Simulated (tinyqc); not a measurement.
Correction of a charged-defect supercell by a model charge and potential alignment (plane-averaged potentials). Changing the share x of the charge in a wide tail. Computed by tinyqc, a small Python program. Command: `OMP_NUM_THREADS=1 python tinyqc.py 3111372 3111373 out.jsonl align sweep`. One thread of a shared host (Intel(R) Xeon(R) Processor @ 2.30GHz), about 0.02 s of CPU time with the checks.

The "true" defect charge is (1 - x) q in a Gaussian of width sigma plus x q in one of width sigma_t, so the exact answer is known; the correction sees only a single model Gaussian of width sigma_m. A Gaussian of width s has the transform rho(G) = exp(-G^2 s^2/2), normalised to 1. A uniform background cancels q, so G = 0 is left out. Potentials are those felt by a unit positive charge. E_0 is the formation energy of the isolated defect, E_cell its value in the supercell, E_lat = E_iso - E_per of the model charge, C the true less the model potential far from the defect; the exact correction is E_0 - E_cell, and the error of a scheme is E_cell plus its correction less E_0.

Inputs (values chosen for the exercise, with screening close to that of GaN):
```
quantity                                     value      unit
defect charge q                                 -3         e
dielectric constant eps                       9.36         -
edge of the cubic cell L                      18.3  angstrom
width sigma of the true defect charge          1.8  angstrom
width sigma_m of the model charge              1.3  angstrom
width sigma_t of the tail                        3  angstrom
formation energy of the isolated defect E_0   2.59        eV
```

Constants: e^2/(4 pi eps_0) = 14.39964548 eV angstrom.

Method:
- Periodic energy E_per = (2 pi q^2/(eps L^3)) (e^2/(4 pi eps_0)) sum_(G != 0) rho(G)^2/G^2, G = (2 pi/L)(n1, n2, n3), |n_i| <= 16. Isolated energy: two Gaussians of charges q_a, q_b and widths a, b interact by q_a q_b (e^2/(4 pi eps_0 eps)) sqrt(2/pi)/sqrt(a^2 + b^2), and the self-energy is half the sum over pairs.
- Supercell value E_cell = E_0 + E_per - E_iso for the true charge.
- E_lat = E_iso - E_per for the model charge; point-charge value alpha q^2 e^2/(4 pi eps_0 eps 2 L) with alpha = 2.837297.
- Plane-averaged potential at distance z from the defect: V(z) = (4 pi q/(eps L^3)) (e^2/(4 pi eps_0 e)) sum_(m != 0) rho(G_m) cos(G_m z)/G_m^2, G_m = 2 pi m/L, |m| <= 40.
- C = difference at z = L/2; E_corr = E_cell + E_lat - q C. For charges that have died out at L/2, C = (2 pi q/(eps L^3)) (e^2/(4 pi eps_0 e)) (<s^2> - sigma_m^2), <s^2> = (1 - x) sigma^2 + x sigma_t^2.

One run for each value; columns: (1) share x of the charge in a wide tail; (2) alignment C (V); (3) error without alignment (meV); (4) error with alignment (rounded to 1e-4 meV) (meV); (5) exact correction (eV):
```
(1)         (2)    (3)        (4)    (5)
0.000  -0.00733  22.00  1.000e-04  1.027
0.071  -0.00925  27.81  7.060e-02  1.022
0.140  -0.01110  33.45  1.389e-01  1.016
0.210  -0.01299  39.17  2.078e-01  1.010
0.290  -0.01514  45.71  2.860e-01  1.004
0.360  -0.01703  51.43  3.542e-01  0.998
0.430  -0.01891  57.15  4.219e-01  0.992
0.500  -0.02080  62.88  4.894e-01  0.986
```

What does the table show?

Over the rows, alignment C (V) falls from -0.00733 to -0.0208; error without alignment (meV) rises from 22.0 to 62.9; error with alignment (rounded to 1e-4 meV) (meV) rises from 1.00e-4 to 0.489.
